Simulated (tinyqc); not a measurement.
Born-Oppenheimer dynamics on the RHF/sto-3g surface (energies and gradients from PySCF), for H3+, spin multiplicity 1, step by step. Computed by tinyqc, a small Python program that keeps every step (integrals from PySCF). Settings: charge = 1, multiplicity = 1, basis = sto-3g, time step (fs) = 0.5, steps = 16. Command: `OMP_NUM_THREADS=1 python tinyqc.py 20833 20834 out.jsonl` (the two numbers bound the seeds that draw the settings). One thread of a shared host (Intel(R) Xeon(R) Processor @ 2.60GHz), about 0.7 s of CPU time with the checks.

## Velocity Verlet step 1

positions (bohr), order 1H, 2H, 3H:
$$\begin{pmatrix}
0.09449 & 0.02646 & -0.03402 \\
-0.06047 & 0.00567 & 1.59304 \\
-0.03779 & 1.39462 & 0.82959
\end{pmatrix}$$

velocities (bohr per atomic time unit), order 1H, 2H, 3H:
$$\begin{pmatrix}
0.00101767 & 0.00026467 & -0.00010100 \\
-0.00062733 & 0.00004967 & -0.00024900 \\
-0.00039033 & -0.00031433 & 0.00035000
\end{pmatrix}$$

gradient (hartree/bohr), order 1H, 2H, 3H:
$$\begin{pmatrix}
-0.0078200 & 0.0379996 & 0.0673079 \\
0.0048814 & 0.0488423 & -0.0695203 \\
0.0029386 & -0.0868420 & 0.0022123
\end{pmatrix}$$

masses (electron masses): 1H 1837.15259, 2H 1837.15259, 3H 1837.15259

gradient after step 1 (hartree/bohr), order 1H, 2H, 3H:
$$\begin{pmatrix}
-0.0086553 & 0.0344925 & 0.0612109 \\
0.0054162 & 0.0472365 & -0.0639877 \\
0.0032392 & -0.0817290 & 0.0027768
\end{pmatrix}$$

dt = 0.5 fs = 20.6707 atomic units; x' = x + v dt - g dt^2 / (2m); after the new gradient g', v' = v - (g + g') dt / (2m).

positions after step 1 (bohr), order 1H, 2H, 3H:
$$\begin{pmatrix}
0.11643 & 0.02751 & -0.04393 \\
-0.07401 & 0.00102 & 1.59598 \\
-0.04620 & 1.39822 & 0.83657
\end{pmatrix}$$

velocities after step 1 (bohr per atomic time unit), order 1H, 2H, 3H:
$$\begin{pmatrix}
0.00111035 & -0.00014316 & -0.00082401 \\
-0.00068526 & -0.00049085 & 0.00050208 \\
-0.00042509 & 0.00063400 & 0.00032193
\end{pmatrix}$$

## Velocity Verlet step 2

gradient after step 2 (hartree/bohr), order 1H, 2H, 3H:
$$\begin{pmatrix}
-0.0072377 & 0.0247349 & 0.0436158 \\
0.0045465 & 0.0368930 & -0.0466630 \\
0.0026912 & -0.0616279 & 0.0030472
\end{pmatrix}$$

As before.

positions after step 2 (bohr), order 1H, 2H, 3H:
$$\begin{pmatrix}
0.14039 & 0.02054 & -0.06808 \\
-0.08880 & -0.01462 & 1.61380 \\
-0.05537 & 1.42083 & 0.84290
\end{pmatrix}$$

velocities after step 2 (bohr per atomic time unit), order 1H, 2H, 3H:
$$\begin{pmatrix}
0.00119976 & -0.00047635 & -0.00141374 \\
-0.00074131 & -0.00096414 & 0.00112457 \\
-0.00045845 & 0.00144049 & 0.00028917
\end{pmatrix}$$

## Energy conservation

The total energy should stay constant up to terms of order dt^2; the step counts as short enough if it moves by less than 2 % of the largest kinetic energy.

Trajectory:
```
time (fs)  1H-2H (angstrom)  potential (hartree)  kinetic (hartree)  total (hartree)
0.00000             0.86497           -1.2328073          0.0017890       -1.2310183
0.50000             0.87375           -1.2343895          0.0032897       -1.2310998
1.00000             0.89843           -1.2393884          0.0080629       -1.2313255
1.50000             0.93470           -1.2443864          0.0128948       -1.2314916
2.00000             0.97691           -1.2466546          0.0151405       -1.2315141
2.50000             1.01949           -1.2455550          0.0141190       -1.2314360
3.00000             1.05784           -1.2420682          0.0107417       -1.2313265
3.50000             1.08848           -1.2377836          0.0065537       -1.2312298
4.00000             1.10900           -1.2341805          0.0030164       -1.2311641
4.50000             1.11797           -1.2322955          0.0011620       -1.2311336
5.00000             1.11475           -1.2326180          0.0014798       -1.2311383
5.50000             1.09949           -1.2350723          0.0038939       -1.2311783
6.00000             1.07307           -1.2390182          0.0077649       -1.2312533
6.50000             1.03728           -1.2432812          0.0119248       -1.2313565
7.00000             0.99490           -1.2462999          0.0148360       -1.2314639
7.50000             0.94992           -1.2465488          0.0150258       -1.2315230
8.00000             0.90746           -1.2433698          0.0119068       -1.2314630
```

The total energy moves within 5.0e-04 hartree; that is over 2 % of the largest kinetic energy, so the time step is too long.
